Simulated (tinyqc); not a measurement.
From results back to parameters: quantum well in an electric field by finite differences. Two cases, with inputs chosen for the exercise.

Problem. For hard walls second order gives dE1 = -C m (e F)^2 L^4/(2c) with C = (15/pi^2 - 1)/(24 pi^2) and c = hbar^2/2m0; 1 kV/cm = 1e-5 eV/angstrom. The shift below was computed from a hidden field. The formula holds while e F L is small against E2 - E1 = 3 c pi^2/(m L^2).

Constants: hbar^2/2m0 = 3.80998211 eV angstrom^2.

Find: C; F; e F L/(E2 - E1).

Method. F = sqrt(2c |dE1|/(C m L^4)). The last ratio is below 1, so second order is a fair guide.

Case 1.

Values chosen (out of a larger set: near those of a non-polar GaN well in AlGaN; not measured data): Lh = 210 angstrom (width); mh = 0.36 m0 (mass).

|dE1| = 0.00464568 meV

Solution.

C = 0.002195
F = 0.480 kV/cm
e F L/(E2 - E1) = 0.14

Case 2.

Values chosen (out of a larger set: near those of a GaAs well in AlGaAs; not measured data): Lh = 180 angstrom (width); mh = 0.0669 m0 (mass).

|dE1| = 0.174932 meV

Solution.

C = 0.002195
F = 9.30 kV/cm
e F L/(E2 - E1) = 0.32

Computed by tinyqc, one run a case: `OMP_NUM_THREADS=1 python tinyqc.py N N+1 out.jsonl` with N = 1281404, 1281418; one thread of a shared Intel(R) Xeon(R) Processor @ 2.30GHz, about 0.03 s a run at most.
